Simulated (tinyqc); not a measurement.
Comparisons within one model: shallow donor in an anisotropic valley (effective-mass theory). A value that a table varies takes the place of the one given here.

One valley: H = -c [(d2/dx2 + d2/dy2)/mt + (d2/dz2)/ml] - q/(eps r), c = hbar^2/2m0, q = e^2/(4 pi eps0). Trial function exp(-sqrt((x^2 + y^2)/a^2 + z^2/b^2)) with a > b: T = (c/3)(2/(mt a^2) + 1/(ml b^2)), V = -(q/eps) atan(u/b)/u, u = sqrt(a^2 - b^2). The central cell of the impurity is left out.

Constants: hbar^2/2m0 = 3.80998211 eV angstrom^2; e^2/(4 pi eps0) = 14.39964547 eV angstrom; Ry = 13.60569312 eV; a0 (Bohr radius) = 0.5291772105 angstrom.

Inputs chosen for the exercise (near those of a group-V donor in Si; not measured data): mt = 0.187 m0 (transverse mass); eps = 11.8 (dielectric constant); xs = (1.4, 2.1, 2.9, 6.2, 8.1, 27, 42, 130) (ratios ml/mt); E0 = -28.5 meV (single-valley level); D0 = 4.26 meV (central-cell shift); D1 = 2.13 meV (coupling of perpendicular valleys); D2 = 1.5 meV (coupling of opposite valleys); ml = 0.888 m0 (longitudinal mass).

## Mass anisotropy

mt and eps fixed, ml varied. Energies in units of Ry*(mt) = Ry mt/eps^2 and lengths in a*(mt) = a0 eps/mt; the last two columns use one mass, 3/(1/ml + 2/mt) or (ml mt^2)^(1/3).

Results:

| ml/mt | a/a* | b/a | binding | conductivity mass | density-of-states mass |
|---|---|---|---|---|---|
| 1.40 | 0.932 | 0.887 | 1.115 | 1.105 | 1.119 |
| 2.10 | 0.862 | 0.768 | 1.259 | 1.212 | 1.281 |
| 2.90 | 0.813 | 0.686 | 1.377 | 1.279 | 1.426 |
| 6.20 | 0.720 | 0.526 | 1.660 | 1.388 | 1.837 |
| 8.10 | 0.693 | 0.479 | 1.760 | 1.413 | 2.008 |
| 27.0 | 0.600 | 0.317 | 2.194 | 1.473 | 3.000 |
| 42.0 | 0.575 | 0.272 | 2.341 | 1.482 | 3.476 |
| 130 | 0.526 | 0.185 | 2.677 | 1.494 | 5.066 |

What can be read from the table?

The binding grows from 1.11 to 2.68 Ry*(mt); for ml going to infinity the exact problem becomes two-dimensional, with 4 Ry*. The conductivity mass saturates at 1.5 and underbinds, by 16 % at ml/mt = 6.2; the density-of-states mass errs by +11 % there and by +89 % in the last row. With these mt and eps one unit is 18.27 meV.

## Strain along [001] (shallow donor in effective-mass theory, with valley-orbit splitting)

Basis: the 1s envelopes of the valleys +x, -x, +y, -y, +z, -z. Diagonal E0 - D0, element -D2 between opposite valleys and -D1 between perpendicular ones. Strain along [001] adds 2 Ds/3 to the z valleys and -Ds/3 to the others.

Ground level, gap to the next level, weight in the z valleys and contact density (sum of amplitudes)^2/6.

Results:

| Ds (meV) | ground (meV) | gap (meV) | z weight | contact density | ground less band edge (meV) |
|---|---|---|---|---|---|
| -120 | -114.57 | 3.31 | 0.997 | 0.383 | -34.57 |
| -40 | -61.91 | 3.99 | 0.974 | 0.493 | -35.25 |
| -15 | -46.96 | 5.70 | 0.833 | 0.741 | -36.96 |
| -5 | -43.26 | 8.67 | 0.531 | 0.960 | -39.93 |
| 0 | -42.78 | 11.52 | 0.333 | 1.000 | -42.78 |
| 5 | -43.15 | 10.23 | 0.195 | 0.975 | -41.49 |
| 15 | -45.25 | 8.99 | 0.076 | 0.891 | -40.25 |
| 40 | -52.66 | 8.07 | 0.018 | 0.785 | -39.33 |
| 120 | -78.81 | 7.55 | 0.002 | 0.711 | -38.81 |

What does this show, and why?

The scale is the A1-E splitting 6 D1 = 12.8 meV. The contact density is largest without strain and falls to 0.383 and 0.711 at the ends, towards 1/3 (two valleys) and 2/3 (four valleys). The binding below the lowest band edge drops from 42.8 meV to 34.6 meV when the two z valleys are lowest and to 38.8 meV when the four others are, since fewer valleys share the coupling.

## What each parameter does

The minimum of the trial energy. Each row changes one parameter from the base and keeps the others.

Results:

| case | E (meV) | a (angstrom) | b (angstrom) | b/a |
|---|---|---|---|---|
| base | -28.51 | 25.04 | 14.45 | 0.577 |
| ml = 1.11 m0 | -30.04 | 24.20 | 12.92 | 0.534 |
| mt = 0.206 m0 | -30.68 | 23.08 | 13.78 | 0.597 |
| eps = 10.6 | -35.34 | 22.49 | 12.98 | 0.577 |

What does this show?

The largest shifts from the base row, up to three for each result and ties (the steps differ in size, so this ranks the rows, not the parameters). E (meV): eps -6.82, mt -2.17, ml -1.53. a (angstrom): eps -2.55, mt -1.96, ml -0.84. b (angstrom): ml -1.53, eps -1.47, mt -0.67. b/a: ml -0.043, mt +0.020; unchanged at the printed digits by eps. eps only rescales the solution (E as 1/eps^2, lengths as eps), so b/a depends on ml/mt alone.

Run: tinyqc, `OMP_NUM_THREADS=1 python tinyqc.py 1252015 1252016 out.jsonl`; Intel(R) Xeon(R) Processor @ 2.30GHz, one thread, shared host; about 0.01 s of CPU time with all checks.
